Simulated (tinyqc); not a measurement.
Double-gate transistor below threshold, two-dimensional Poisson equation on a small mesh: course of the iteration: over-relaxation sweep (omega = 1.4).

Half of a symmetric double-gate structure: row 0 is the mid-plane of the body, where the normal field vanishes. Mobile charge is neglected (subthreshold), the body is fully depleted, and potentials are counted from the intrinsic level; rows run upward to the gate, columns from source to drain.

Mesh: rows i = 0..2 in the semiconductor (step hs = tb/2, row 2 on the interface), then 2 step(s) ho = tox/2 up to the gate row 4; columns j = 0..5 (step hy = L/5). Box integration, divided by eps0: up_i = eps hy/h of the interval above row i, dn_i = that of the interval below (0 for row 0), lat_i = (sum of eps h/2 over the intervals above and below)/hy, s_i = -q Na w_i hy/eps0 with w_i the semiconductor height of the box (hs/2 for row 0 and the interface row, hs between, 0 in the insulator). Each free node obeys (up + dn + 2 lat) psi = up psi(above) + dn psi(below) + lat [psi(left) + psi(right)] + s.

Free nodes: rows 0..3, columns 1..4, taken row by row from row 0, left to right. t = (up psi(above) + dn psi(below) + lat [psi(left) + psi(right)] + s)/(up + dn + 2 lat), with the newest neighbours; psi(new) = psi + 1.4 (t - psi).

Stop when the largest change of psi is below 1e-7 V, or after 400 iterations. Fixed values: gate row Vg - Vfb; column 0 at Vbi and the last column at Vbi + Vd in the semiconductor, each running linearly to Vg - Vfb across the insulator.

Inputs (values chosen for the exercise); semiconductor permittivity made up:
```
symbol   value   unit                                     meaning
eps_r     11.1         relative permittivity of the semiconductor
eox        3.9             relative permittivity of the insulator
tb           5     nm                     half the body thickness
tox        1.9     nm                         insulator thickness
L           39     nm                              channel length
Na      1.9e18  cm^-3       acceptor density of the depleted body
Vbi       0.48      V                     potential of the source
Vfb      -0.08      V                                 gate offset
Vg        0.05      V                                gate voltage
Vd        0.05      V                               drain voltage
```

Constants: q = 1.602176634e-19 C, eps0 = 8.8541878128e-14 F/cm where lengths are in cm. Results are converted to the units shown.

psi at the start (fixed values on the edges, free nodes at the gate value) (V):
```
	j=0	j=1	j=2	j=3	j=4	j=5
row 0	0.480000	0.130000	0.130000	0.130000	0.130000	0.530000
row 1	0.480000	0.130000	0.130000	0.130000	0.130000	0.530000
row 2	0.480000	0.130000	0.130000	0.130000	0.130000	0.530000
row 3	0.305000	0.130000	0.130000	0.130000	0.130000	0.330000
row 4	0.130000	0.130000	0.130000	0.130000	0.130000	0.130000
```

```
row	up	dn	lat	s (V)
0	34.6320	0	1.77885	-0.335212
1	34.6320	34.6320	3.55769	-0.670424
2	32.0211	34.6320	2.01635	-0.335212
3	32.0211	32.0211	0.475	0
```

Course of the iteration:
```
iteration	psi at row 0, j = 2 (V)	largest |change| of one entry (V)
1	0.118398	0.0226
2	0.0997648	0.0228
3	0.0852720	0.0155
4	0.0759741	9.30e-3
5	0.0718402	4.13e-3
6	0.0697845	2.48e-3
7	0.0688994	1.62e-3
8	0.0685427	8.74e-4
9	0.0683747	3.12e-4
...	...	...
15	0.0681175	7.13e-6
16	0.0681134	4.18e-6
17	0.0681109	2.42e-6
18	0.0681095	1.43e-6
19	0.0681087	8.26e-7
20	0.0681082	4.69e-7
21	0.0681079	2.68e-7
22	0.0681078	1.52e-7
23	0.0681077	8.72e-8
```

Did this iteration meet its convergence test, and what does its course show?

Yes. Converged in 23 iterations. At the end each change is about 0.57 times the one before: linear convergence.

Program tinyqc, `OMP_NUM_THREADS=1 python tinyqc.py 2480120 2480121 out.jsonl`; Intel Xeon 2.30GHz, shared host, one thread, about 0.1 s.
